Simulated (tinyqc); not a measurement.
Model-solid line-up of a strained alloy layer on a substrate: sweeps and comparisons. A value that a table varies takes the place of the one given here.

All values of the alloy are linear in x but the gap, Eg(x) = (1 - x) Eg_A + x Eg_B - C x (1 - x), and the valence edge, Ev(x) = (1 - x) Ev_A + x Ev_B + fv C x (1 - x); Ec = Ev + Eg. Ev is the top of the unstrained valence band on a scale common to all materials. In the layer only the Gamma valley of the conduction band is followed, also where an X or L valley would lie lower.

Coherent growth on a (001) face: e_par = (a_s - a)/a, e_perp = -2 (C12/C11) e_par; exx = eyy = e_par, ezz = e_perp, no shear.

Strained edges: Ec + ac tr(e); the valence edges are Ev plus the levels of the 6 x 6 matrix of X, Y, Z times spin with -Dso/3 + l exx + m (eyy + ezz) on the diagonal (cyclic), n exy off it, l = av + 2 b, m = av - b, n = sqrt(3) d. Spin-orbit term (Dso/3) L.sigma on X, Y, Z with (L_k)_ij = -i epsilon_kij: <X+|H|Y+> = -i Dso/3, <X+|H|Z-> = Dso/3, <Y+|H|Z-> = -i Dso/3, <Z+|H|X-> = -Dso/3, <Z+|H|Y-> = i Dso/3, <X-|H|Y-> = i Dso/3, and their conjugates; + and - are the spin along z.

dEc = Ec(substrate) - Ec(layer), dEv = Ev(layer) - Ev(substrate); positive values confine the carrier in the layer. Type I: both of one sign; type II: opposite signs; type III: the gaps do not overlap.

Coherent growth: e_par = (a_s - a)/a. (001): e_perp = -2 (C12/C11) e_par; exx = eyy = e_par, ezz = e_perp, no shear. (111): e_perp = -(2 C11 + 4 C12 - 4 C44)/(C11 + 2 C12 + 4 C44) e_par; exx = eyy = ezz = (2 e_par + e_perp)/3 and exy = eyz = ezx = (e_perp - e_par)/3. (110): e_perp = -(C11 + 3 C12 - 2 C44)/(C11 + C12 + 2 C44) e_par; exx = eyy = (e_par + e_perp)/2, ezz = e_par, exy = (e_perp - e_par)/2, eyz = ezx = 0.

Parameters, chosen for this exercise (A near AlAs, B near InAs, substrate near InP; shifted at random, so the results belong to these values and not to a real crystal):
```
symbol  value           unit      meaning
a       (5.662, 6.05)   angstrom  lattice constant of A, B
Eg      (3.135, 0.422)  eV        gap at Gamma to the s-like level of A, B
Dso     (0.282, 0.395)  eV        spin-orbit splitting of A, B
Ev      (-1.33, -0.58)  eV        top of the unstrained valence band of A, B
ac      (-5.61, -5.09)  eV        conduction deformation potential of A, B
av      (2.47, 0.99)    eV        valence hydrostatic potential of A, B
b       (-2.31, -1.79)  eV        tetragonal shear potential of A, B
d       (-3.35, -3.65)  eV        trigonal shear potential of A, B
C11     (124.5, 82.3)   GPa       of A, B
C12     (53.2, 45.2)    GPa       of A, B
C44     (53.9, 39.6)    GPa       of A, B
C       0.733           eV        bowing of the gap
fv      0                         share of the bowing taken by the valence edge
a_s     5.875           angstrom  substrate
Eg_s    1.429           eV        lowest gap of the substrate
Ev_s    -0.94           eV        substrate valence edge
face    001                       growth face
x       0.67                      fraction of B
```

## Composition against offsets

Each composition is strained to the same substrate.

Results:
```
x     e_par (%)  relaxed gap (eV)  strained gap (eV)  valence splitting (meV)  dEc (eV)  dEv (eV)  type
0.11       2.99             2.765              2.309                      317    -0.841    -0.039     I
0.23       2.15             2.381              2.074                      215    -0.604    -0.041     I
0.36       1.26             1.989              1.824                      117    -0.366    -0.028     I
0.48       0.46             1.650              1.595                       39    -0.165    -0.001     I
0.61      -0.40             1.306              1.318                       30     0.034     0.077     I
0.73      -1.18             1.010              1.042                       79     0.200     0.187     I
0.86      -2.01             0.714              0.758                      119     0.362     0.309     I
0.98      -2.77             0.462              0.512                      146     0.494     0.424     I
```

The alloy matches the substrate at x = 0.549, where the top valence edge changes its character and the splitting passes through zero. The strained gap runs from 2.309 to 0.512 eV, against 2.765 to 0.462 eV for the relaxed alloy: strain takes back part of the change that the composition makes. Strains above 2 % can be kept only in layers of a few nanometres. The line-up is type I throughout on these rows, with the layer turning from barrier to well; as the two offsets do not vanish at the same x, a type II window lies between the rows where they change sign. Offsets below about 50 meV are within the spread of parameter sets, so those rows do not settle the type. Where the alloy is indirect its X or L edge, left out, lies lower and sets the real gap and dEc.

## The same layer on three faces

Composition and substrate are kept.

Results:
```
face   e_perp (%)  tr(e) (%)  shift of Ec (meV)  shift of Ev (meV)  valence splitting (meV)  gap (eV)
(001)       0.788     -0.797               42.0               19.2                     56.3    1.1780
(111)       0.444     -1.142               60.1                8.5                     46.9    1.2069
(110)       0.515     -1.071               56.4               10.7                     48.9    1.2009
```

The layer yields most along the normal on (001) and least on (111), so the volume change, and with it the shift of Ec, is largest on (111). The valence splitting, set by b on (001), by d on (111) and by both on (110), is largest on (001). The gaps span 29 meV, from (001) to (111).

## What each parameter does

Strained gap, valence splitting and offsets. Each row changes one parameter from the base and keeps the others.

Results:
```
case                     gap (eV)  splitting (meV)  dEc (eV)  dEv (eV)
base                       1.1780             56.3    0.1193    0.1317
x = 0.69                   1.1321             64.2    0.1468    0.1501
a_s = 5.895 angstrom       1.1683             33.8    0.1372    0.1235
C = 0.833 eV               1.1558             56.3    0.1414    0.1317
fv = 0.2                   1.1780             56.3    0.0869    0.1641
Ev_s = -0.89 eV            1.1780             56.3    0.1693    0.0817
av = (2.84, 1.138) eV      1.1797             56.3    0.1193    0.1300
b = (-2.656, -2.058) eV    1.1733             63.6    0.1193    0.1364
d = (-3.852, -4.198) eV    1.1780             56.3    0.1193    0.1317
```

The largest shifts from the base row, up to three for each result and ties (the steps differ in size, so this ranks the rows, not the parameters). gap (eV): x -0.0459, C -0.0221, a_s -0.0097; unchanged at the printed digits by fv, Ev_s and d. splitting (meV): a_s -22.5, x +7.9, b +7.4; unchanged at the printed digits by C, fv, Ev_s, av and d. dEc (eV): Ev_s +0.0500, fv -0.0324, x +0.0275; unchanged at the printed digits by av, b and d. dEv (eV): Ev_s -0.0500, fv +0.0324, x +0.0184; unchanged at the printed digits by C and d.

Run: tinyqc, `OMP_NUM_THREADS=1 python tinyqc.py 1080075 1080076 out.jsonl`; Intel(R) Xeon(R) Processor @ 2.30GHz, one thread, shared host; about 0.02 s of CPU time with all checks.
